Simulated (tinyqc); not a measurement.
Comparisons within one model: Fermi-Dirac statistics of conduction electrons. A value that a table varies takes the place of the one given here.

Non-parabolic band E (1 + alpha E) = c k^2/m: n = Nc (2/sqrt(pi)) integral_0^infinity sqrt(x (1 + a x)) (1 + 2 a x) dx/(1 + exp(x - eta)) with a = alpha kT and eta = (EF - Ec)/kT; a = 0 gives n = Nc F_1/2(eta).

Constants: hbar^2/2m0 = 3.80998211 eV angstrom^2; kB = 8.617333262e-05 eV/K.

Values chosen for the exercise (near those of GaN, lowest valleys alone; not measured data):
- m = 0.207 m0 (density-of-states mass of the conduction band)
- T = 300 K
- alpha = 0.19 1/eV (non-parabolicity)
- n = 5e+17 1/cm^3 (electron density)

## Parabolic against non-parabolic filling

N = 2 (m kB T/(4 pi c))^(3/2) with c = hbar^2/2m0, in 1/angstrom^3; times 1e24 for 1/cm^3. k_F = (3 pi^2 n)^(1/3) and the energy E0 that solves E (1 + alpha E) = c k_F^2/m give the limit of zero temperature.

EF - Ec (meV):

| n (1/cm^3) | parabolic | non-parabolic | non-parabolic, 0 K |
|---|---|---|---|
| 2.0e+17 | -63.1 | -63.6 | 6.0 |
| 9.0e+17 | -21.5 | -22.1 | 16.4 |
| 4.0e+18 | 28.7 | 27.8 | 44.0 |
| 1.0e+19 | 73.9 | 72.1 | 80.5 |
| 4.0e+19 | 203.3 | 195.2 | 198.5 |
| 1.0e+20 | 378.1 | 353.5 | 355.5 |

What can be read from the table?

Non-parabolicity lowers EF by 0.5 meV at the lowest density and by 24.6 meV at the highest, where alpha (EF - Ec) = 0.07. Temperature lowers EF below its 0 K value by 69.6 meV at the lowest density and by 2.0 meV at the highest. EF enters the band between 9e+17 and 4e+18 1/cm^3.

## What moves the Fermi level

N = 2 (m kB T/(4 pi c))^(3/2) with c = hbar^2/2m0, in 1/angstrom^3; times 1e24 for 1/cm^3. Each row changes one parameter from the base and keeps the others.

Results:

| case | parabolic EF - Ec (meV) | non-parabolic EF - Ec (meV) |
|---|---|---|
| base | -38.23 | -38.75 |
| m = 0.1863 m0 | -33.81 | -34.35 |
| T = 275 K | -31.70 | -32.15 |
| n = 1e+18 1/cm^3 | -18.39 | -18.97 |
| alpha = 0.285 1/eV | -38.23 | -39.01 |

What can be read from the table?

The largest shifts from the base row, up to three for each result and ties (the steps differ in size, so this ranks the rows, not the parameters). parabolic EF - Ec (meV): n +19.84, T +6.52, m +4.41; unchanged at the printed digits by alpha. non-parabolic EF - Ec (meV): n +19.78, T +6.60, m +4.41.

tinyqc: `OMP_NUM_THREADS=1 python tinyqc.py 1652463 1652464 out.jsonl`; about 0.01 s, one thread, shared Intel(R) Xeon(R) Processor @ 2.30GHz.
